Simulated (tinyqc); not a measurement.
Nanowire ballistic transistor, top-of-the-barrier model: one step of the calculation.

At the top of the source barrier, states moving towards the drain are filled by the source (Fermi level 0) and states moving back by the drain (Fermi level -q Vd); nothing scatters. U is the shift of the band edge there, set by the capacitances CG, CD and CS (the total) and by the charge. Parabolic one-dimensional subband; the source is grounded.

Problem. Self-consistent potential at the barrier top. eta1 = -(E0 + U)/Vt, eta2 = eta1 - Vd/Vt, n = (N0/2)[F_(-1/2)(eta1) + F_(-1/2)(eta2)], F_(-1/2)(x) = (1/sqrt(pi)) int_0^infinity u^(-1/2)/(1 + exp(u - x)) du. U(out) = UL + q (n - n0)/CS. U(new) = U(out).

Values chosen for this exercise; mass and valleys close to those of gallium nitride:
- T = 300 K (temperature)
- E0 = 0.22 eV (band edge at the barrier top above the source Fermi level at zero bias)
- Vd = 0.2 V (drain voltage)

Constants: q = 1.602176634e-19 C, kB = 1.380649e-23 J/K, Vt = kB T/q. Results are converted to the units shown.

U after iteration 1 = -0.11311381 eV
N0 = 2.0835729e6 cm^-1
CS = 2.4683270 pF/cm
n0 = 419.67152 cm^-1
UL = -0.651 eV

Find: eta1; eta2; n; U(out); U after iteration 2.

Solution.

eta1 = -4.135
eta2 = -11.87
n = 1.650e4 cm^-1
U(out) = -0.6500 eV
U after iteration 2 = -0.6500 eV

tinyqc, about 0.06 s, one thread, Intel Xeon 2.30GHz (shared host): `OMP_NUM_THREADS=1 python tinyqc.py 2400138 2400139 out.jsonl`
